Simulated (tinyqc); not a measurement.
A longer run and its error bar: q-state Potts model on a small periodic square lattice: enumeration, Metropolis, heat-bath and Wolff steps. Computed by tinyqc, a small Python program. Command: `OMP_NUM_THREADS=1 python tinyqc.py 3114362 3114363 out.jsonl potts walk`. One thread of a shared host (Intel(R) Xeon(R) Processor @ 2.30GHz), about 0.08 s of CPU time with the checks.

E = -J x (number of nearest-neighbour bonds with equal states); n x n sites with periodic edges have 2 n^2 bonds. Order parameter m = (q f - 1)/(q - 1), f being the largest share of one state. Sites are numbered row by row from 0. Here q = 3 and n = 3.

Inputs (values chosen for the exercise, for a model of domains or grain orientations):
```
quantity             value  unit
number of states q       3     -
edge n                   3     -
coupling J              47   meV
temperature T          597     K
seed                296480     -
```

Update: heat bath.

Constants: k_B = 8.617333262e-05 eV/K.

Method:
- K = J/(k_B T); the infinite square lattice orders at K_c = ln(1 + sqrt(q)); Wolff bond probability p = 1 - exp(-K).
- All q^(n^2) states are counted by their number b of equal bonds; weights g(b) exp(K b), K = J/(k_B T). Per site: u = -J <b>/n^2, c/k_B = K^2 (<b^2> - <b>^2)/n^2.
- ln Z = ln sum g(b) exp(K b); entropy per site s/k_B = (ln Z - K <b>)/n^2.
- After 400 updates are discarded, b is recorded for 4000 sweeps of n^2 steps of the update named (random numbers not printed, so these rows are one sample). Records are averaged in blocks; the error is the scatter of block means over sqrt(number of blocks), and the last column its square over that for single records.

start states:
```
   1  2  3
1  2  0  2
2  1  2  1
3  1  2  1
```

K = 0.913589

<b> = 14.5816

Blocking:
```
block length  mean b    error  variance ratio
1             14.919  0.05649          1.0000
4             14.919  0.08899          2.4812
16            14.919  0.11537          4.1708
40            14.919  0.11640          4.2455
100           14.919  0.10470          3.4349
```

What follows from these numbers?

The run gives 14.919 +/- 0.116 (blocks of 40) against the exact 14.582, a difference of 2.9 error bars. Single records understate the error by a factor of about 2.1, because successive records are correlated.

Extremes, crossings and ranges named in words are read from the listed rows.
